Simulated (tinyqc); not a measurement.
Worked calculation: heat flow across a film from the phonon Boltzmann equation in the relaxation-time approximation. Computed by tinyqc, a small Python program that keeps every step. Command: `OMP_NUM_THREADS=1 python tinyqc.py 3021314 3021315 out.jsonl slabbte walk`. One thread of a shared host (Intel(R) Xeon(R) Processor @ 2.30GHz), about 0.01 s of CPU time with the checks. Intermediate numbers are printed to about 6 digits and carried at full precision; extremes and crossings named in words are read from the listed rows.

Two black walls, hot at x = 0 and cold at x = L, emit phonons isotropically. For one free path Lambda, with tau = x/Lambda, tau_L = L/Lambda and phi = (T - T_cold)/Delta T, energy balance gives phi(tau) = (1/2) [E2(tau) + int_0^tau_L phi(s) E1(|tau - s|) ds]; E_n are the exponential integrals. The flux over the ballistic flux C v Delta T/4 is psi = 1 - 2 int_0^tau_L phi(s) E2(s) ds, and kappa_eff/kappa = (3/4) tau_L psi. kappa = C v Lambda/3 is an input, so at fixed kappa a longer free path means a smaller C v.

Inputs (values chosen for the exercise, modelled on germanium):

| quantity | value | unit |
|---|---|---|
| bulk conductivity kappa | 56.5 | W/(m K) |
| film thickness L | 270 | nm |
| wall temperature difference Delta T | 19 | K |
| free path Lambda_1 | 120 | nm |
| free path Lambda_2 | 1800 | nm |
| share f_2 of kappa | 0.44 | - |
| cells n in the small system | 5 | - |

Free-path groups: two.

## The small linear system for Lambda_1

Cut the film into n equal cells with constant phi, collocated at the centres c_i: the kernel integrates to A_ij = |E2(|c_i - e_j|) - E2(|c_i - e_(j+1)|)|/2 for cell edges e_j, and A_ii = 1 - E2(half a cell); solve (1 - A) phi = E2(c)/2; psi = 1 - 2 sum_j phi_j [E3(e_j) - E3(e_(j+1))].

optical thickness tau_L = 2.25

1 - A:
```
           1          2          3          4          5
1   0.544853  -0.150168  -0.060397  -0.028862  -0.014834
2  -0.150168   0.544853  -0.150168  -0.060397  -0.028862
3  -0.060397  -0.150168   0.544853  -0.150168  -0.060397
4  -0.028862  -0.060397  -0.150168   0.544853  -0.150168
5  -0.014834  -0.028862  -0.060397  -0.150168   0.544853
```

right-hand side E2(c)/2: 0.272427  0.122259  0.0618622  0.0330004  0.0181663

flux weights E3(e_j) - E3(e_(j+1)): 0.261337  0.112960  0.0567839  0.0302033  0.0165987

## Temperature profile and flux in the small system

In short, (1 - A) phi = b and psi = 1 - 2 sum_j w_j phi_j, with b the right-hand side and w_j the flux weights; the cells divide 0 to tau_L.

phi at the cell centres: 0.754168  0.624678  0.500000  0.375322  0.245832

psi, small system = 0.377072

## Fine solution for Lambda_1

Use 150 and 300 cells and extrapolate psi = (4 psi(300) - psi(150))/3. The jump at the hot wall is 1 - phi there (linear extrapolation from the first two of 300 cells). Two-flux (diffusion with slip) formula: psi = 1/(1 + 3 tau_L/4).

psi for Lambda_1 = 0.363401

kappa_eff/kappa for Lambda_1 = 0.613240

jump at the wall / Delta T for Lambda_1 = 0.158032

psi, two-flux formula = 0.372093

The small system misses psi by +3.76 % and the two-flux formula by +2.4 %. For Lambda_1 alone: Jumps at the walls and the gradient inside share Delta T.

## Conductivity, flux and boundary resistance of the film

Each group is solved on its own with 150 and 300 cells, psi = (4 psi(300) - psi(150))/3, and weighted by its share of kappa (f_1 is what the others leave); exchange of energy between groups inside the film is left out. Flux J = kappa_eff Delta T/L; apparent boundary resistance per wall (L/kappa_eff - L/kappa)/2.

kappa_eff = 21.8663 W/(m K)

kappa_eff/kappa = 0.387014

flux J = 1.53874 GW/m^2

apparent resistance per wall = 3.78451 m^2 K/GW

## Exact and approximate size effects

Two-flux: kappa_eff/kappa = sum f_i/(1 + 4 Lambda_i/(3 L)). Matthiessen with the thickness: sum f_i/(1 + Lambda_i/L). Ballistic limit: sum f_i 3 L/(4 Lambda_i).

Kappa_eff/kappa:

| L (nm) | Boltzmann | two-flux | Matthiessen | ballistic limit |
|---|---|---|---|---|
| 3.6 | 0.0129055 | 0.0129817 | 0.0171889 | 0.01326 |
| 12 | 0.0406451 | 0.0412588 | 0.0538230 | 0.0442 |
| 30 | 0.0915378 | 0.0938532 | 0.119213 | 0.1105 |
| 72 | 0.180876 | 0.186609 | 0.226923 | 0.2652 |
| 180 | 0.318331 | 0.327168 | 0.376 | 0.663 |
| 480 | 0.484611 | 0.493333 | 0.540632 | 1.768 |
| 1200 | 0.632238 | 0.640784 | 0.685091 | 4.42 |
| 3000 | 0.767857 | 0.776090 | 0.813462 | 11.05 |

The two-flux formula lies above the Boltzmann result by at most about 3.2 % (at L = 72 nm); the Matthiessen form is high by up to 33 %, since it misses the factor 3/4 of the ballistic limit. The thinnest film reaches 97 % of that limit, and the thickest, 25 Lambda_1, only 77 % of the bulk value: the long free paths keep the size effect alive far beyond Lambda_1. Rows below about 10 nm are near the phonon wavelength, where a particle picture fails.

Checks made by the program: symmetry phi(tau) + phi(tau_L - tau) = 1 (relative difference below 1e-10); thick-film limit psi = 1/(3 tau_L/4 + 1.0657) at tau_L = 20 (relative difference 2e-04).
